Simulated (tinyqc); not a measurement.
Biaxial strain splits the top of the valence band: sp3s* tight binding, strained.

sp3s* tight binding, nearest neighbours only: anion (a) at 0, cation (c) at a/4 (1,1,1), orbitals s, px, py, pz, s* on each; k in units of 2 pi/a. With phases e_j = exp(i (pi/2) k.n_j) for n = (1,1,1), (1,-1,-1), (-1,1,-1), (-1,-1,1): g0 = (e1+e2+e3+e4)/4, g1 = (e1+e2-e3-e4)/4, g2 = (e1-e2+e3-e4)/4, g3 = (e1-e2-e3+e4)/4. The diagonal holds the levels Esa, Epa, Exa (s*) and Esc, Epc, Exc. Anion-cation block: <sa|sc> = Vss g0; <sa|xc> = Vsapc g1; <xa|sc> = -Vscpa g1; <xa|xc> = Vxx g0; <xa|yc> = <ya|xc> = Vxy g3, <xa|zc> = <za|xc> = Vxy g2, <ya|zc> = <za|yc> = Vxy g1; <s*a|xc> = Vxapc g1; <xa|s*c> = -Vpaxc g1; y and z take g2 and g3 in place of g1; s-s* and s*-s* vanish.

Strain e moves each bond vector to d = (1 + e) d0 (no internal displacement for the diagonal strains used here) and k is given in fractions of the strained reciprocal cell, so the phases stay. Two-centre values Vss_sigma = Vss/4, Vsp_sigma = sqrt3 V/4 for each s-p and s*-p pair, Vpp_sigma = (Vxx + 2 Vxy)/4, Vpp_pi = (Vxx - Vxy)/4 are scaled by (d0/d)^eta and combined with the new direction cosines; the levels on the diagonal stay.

Inputs chosen for the exercise (near a published set for GaAs, fitted to gaps, whose masses and valley positions are rough; not measured data): Esa = -8.339 eV (s level of the anion); Epa = 1.038 eV (p level of the anion); Esc = -2.657 eV (s level of the cation); Epc = 3.668 eV (p level of the cation); Exa = 8.606 eV (s* level of the anion); Exc = 6.732 eV (s* level of the cation); Vss = -6.438 eV (s-s); Vxx = 1.957 eV (px-px); Vxy = 5.091 eV (px-py); Vsapc = 4.474 eV (s anion, p cation); Vscpa = 5.773 eV (s cation, p anion); Vxapc = 4.851 eV (s* anion, p cation); Vpaxc = 4.811 eV (p anion, s* cation); eta = 2 (scaling exponent); D001 = 0.97 (ratio -ezz/exx).

No spin-orbit coupling; k = 0; exx = eyy = e, ezz = -D001 e. The four bonds keep equal lengths, and the sums over them give Vxx(e) for px and py and Vzz(e) for pz; each level is the lower root of [[Epa, V], [V, Epc]], and the s level the upper root of the s block. The shear potential b follows from E(x,y) - E(z) = 3 b (exx - ezz), taken as the slope between e = -0.005 and 0.005.

Couplings and levels at Gamma (eV):
```
e           ezz  Vxx(e)  Vzz(e)   E(x,y)     E(z)  E(x,y) - E(z) (meV)  upper s level
-0.020   0.0194  1.8461  2.2581   0.0864  -0.2601                346.5         1.6187
-0.010   0.0097  1.9026  2.1059   0.0402  -0.1297                169.9         1.5791
-0.005   0.0049  1.9300  2.0310   0.0176  -0.0665                 84.1         1.5591
0.005   -0.0049  1.9835  1.8838  -0.0268   0.0556                -82.4         1.5187
0.010   -0.0097  2.0094  1.8116  -0.0485   0.1145               -162.9         1.4983
0.020   -0.0194  2.0598  1.6696  -0.0908   0.2277               -318.5         1.4570
```

b = -2.817 eV

Under tension in the plane (e > 0) the bonds tilt towards the plane, Vxx grows to 2.0094 and Vzz falls to 1.8116 eV at e = 0.01, and the pz state forms the top of the valence band, by 162.9 meV; under compression (e = -0.01) the px, py pair does, by 169.9 meV. The slope gives b = -2.82 eV, a rough value, since on-site strain terms are left out (measured values lie near -2 eV).

(tinyqc, `OMP_NUM_THREADS=1 python tinyqc.py 1452680 1452681 out.jsonl`, Intel(R) Xeon(R) Processor @ 2.30GHz, 1 thread, shared host, about 0.05 s.)
